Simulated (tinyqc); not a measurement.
Surface segregation during layer-by-layer epitaxy: two-layer exchange kinetics and the shape of quantum wells and delta layers: one step, computed by the program tinyqc.

Atoms A and B exchange only between the growing layer and the one below it. B is supplied for N layers, then pure A follows.

Task: Exchange rates. p1 = nu exp(-E1/(k_B T)) (B up, A down), p2 = nu exp(-(E1 + E_s)/(k_B T)) (B down); time per layer tau = 1/G; K = p1/p2. Temperatures in kelvin are T(C) + 273.15. Dilute equilibrium share passed up per layer R_eq = K/(1 + K).

Inputs (values chosen for the exercise, close to those used for gallium in AlAs):

| quantity | value | unit |
|---|---|---|
| barrier E1 for B to move up | 2.04 | eV |
| segregation energy E_s | 0.086 | eV |
| attempt frequency nu | 10 | THz |
| growth rate G | 0.37 | layers/s |
| temperature T | 600 | C |

Constants: k_B = 8.617333262e-05 eV/K.

Give: p1; p2; p1 tau; K; R_eq.

Result:

p1 = 16.80 1/s

p2 = 5.356 1/s

p1 tau = 45.40

K = 3.136

R_eq = 0.7582

Exchange is fast against growth: the two layers are near equilibrium.
